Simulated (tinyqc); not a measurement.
# Ideality, saturation current and resistance from three points

Inverse problem. Well above the saturation current a diode obeys V = n Vt ln(I/I0) + I Rs. Find n, Rs and I0.

Parameters, values chosen for the exercise:
- T = 300 K (temperature)

Constants: q = 1.602176634e-19 C, kB = 1.380649e-23 J/K, Vt = kB T/q. Results are converted to the units shown.

currents (A): 6e-6  0.0002  0.01
voltages (V): 0.54850605  0.64980825  0.79636657

Answer. V is linear in the three unknowns n Vt, Rs and -n Vt ln I0, so three points give a linear system.

n = 1.110
Rs = 3.500 ohm
I0 = 3.000e-14 A

tinyqc, about 0.01 s, one thread, Intel Xeon 2.30GHz (shared host): `OMP_NUM_THREADS=1 python tinyqc.py 2260030 2260031 out.jsonl`
